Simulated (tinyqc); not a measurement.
Binary melting diagram from solution models of liquid and solid. Changing the heat of melting H_A. Computed by tinyqc, a small Python program. Command: `OMP_NUM_THREADS=1 python tinyqc.py 3026365 3026366 out.jsonl melt sweep`. One thread of a shared host (Intel(R) Xeon(R) Processor @ 2.30GHz), about 0.01 s of CPU time with the checks.

x is the fraction of B. In a phase with interaction L: mu_A = G_A + R T ln(1 - x) + L x^2, mu_B = G_B + R T ln x + L (1 - x)^2. Melting: G(liquid) - G(solid) = H (1 - T/T_m) for each pure component.

Inputs (values chosen for the exercise, for a model alloy):

| quantity | value | unit |
|---|---|---|
| melting point T_A | 920 | K |
| melting point T_B | 620 | K |
| heat of melting H_B | 25.6 | kJ/mol |
| liquid interaction L_L | -14 | kJ/mol |

Diagram: eutectic with pure solids.

Constants: R = 8.314462618 J/(mol K).

Method. Liquid against pure solid A: T = (H_A + L_L x^2)/(H_A/T_A - R ln(1 - x)); against pure solid B: T = (H_B + L_L (1 - x)^2)/(H_B/T_B - R ln x). Halve the interval 0.001 to 0.999 for the crossing, 44 times.

One run for each value:

| heat of melting H_A (kJ/mol) | eutectic composition x_E | eutectic temperature T_E (K) |
|---|---|---|
| 11 | 0.47198 | 456.46 |
| 14 | 0.52018 | 478.91 |
| 18 | 0.57388 | 502.27 |
| 23 | 0.62968 | 524.64 |
| 29 | 0.68548 | 545.02 |
| 36 | 0.74000 | 562.95 |
| 45 | 0.79821 | 579.88 |
| 57 | 0.86043 | 595.37 |

What does the table show, and why?

Over the rows, eutectic composition x_E rises from 0.472 to 0.860 (exponent d ln y / d ln x 0.40 between the first rows and 0.32 between the last); eutectic temperature T_E (K) rises from 456 to 595 (exponent d ln y / d ln x 0.20 between the first rows and 0.11 between the last). A larger heat of melting at fixed T_A flattens the A branch, so the crossing moves towards B and upwards.

Extremes, crossings and ranges named in words are read from the listed rows.
